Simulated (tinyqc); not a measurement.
## Probe couplings from its potential

Inverse problem. One voltage probe p sits between leads L (mu = 1) and R (mu = 0) without magnetic field: mu_p = T_pL/(T_pL + T_pR), T_eff = T_RL + T_pL T_pR/(T_pL + T_pR). Find T_pL and T_pR.

T_RL = 0.34
mu_p = 0.65079365
T_eff = 0.48317460

Answer. T_eff - T_RL equals T_pL (1 - mu_p) and also T_pR mu_p.

T_pL = 0.4100
T_pR = 0.2200

tinyqc, about 0.01 s, one thread, Intel Xeon 2.30GHz (shared host): `OMP_NUM_THREADS=1 python tinyqc.py 2700125 2700126 out.jsonl`
